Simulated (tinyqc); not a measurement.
Surface photovoltage measurement of the minority-carrier diffusion length in a wafer: one step, computed by the program tinyqc.

Low injection, steady light, a depletion layer much thinner than 1/alpha and L. The excess density dn is taken at the front edge of the neutral region; light that reaches the back is lost.

Question. One wavelength. alpha = (84.732/lambda - 76.417)^2 per cm with lambda in micrometre (an empirical fit for silicon between 0.7 and 1.05 micrometre). Thick wafer: dn = Phi L/((S_f + D/L)(L + 1/alpha)). Finite wafer, with s = S_b L/D, w = W/L, a = alpha L: dn = [Phi a/(a^2 - 1)] [a - B - exp(-alpha W)(a - s)/(cosh w + s sinh w)]/(S_f + B D/L), B = (sinh w + s cosh w)/(cosh w + s sinh w). Photovoltage V = (k_B T/e) ln(1 + dn/n_0). Lifetime = L^2/D.

Inputs (values chosen for the exercise, modelled on p-type silicon at room temperature): diffusion length L = 60 micrometre; wafer thickness W = 625 micrometre; diffusivity D = 31.8 cm^2/s; front recombination velocity S_f = 470 cm/s; back recombination velocity S_b = 330 cm/s; photon flux entering = 2.3e+13 1/(cm^2 s); minority density at the surface barrier scale n_0 = 5.8e+10 1/cm^3; temperature T = 298 K; wavelength = 800 nm.

Constants: k_B = 8.617333262e-05 eV/K.

Give: alpha; penetration depth 1/alpha; dn, thick wafer; B; dn, finite wafer; photovoltage V; lifetime.

Answer.

alpha = 870.1 1/cm

penetration depth 1/alpha = 11.49 micrometre

dn, thick wafer = 3.345e+09 1/cm^3

B = 1.0000

dn, finite wafer = 3.345e+09 1/cm^3

photovoltage V = 1.440 mV

lifetime = 1.132 microsecond
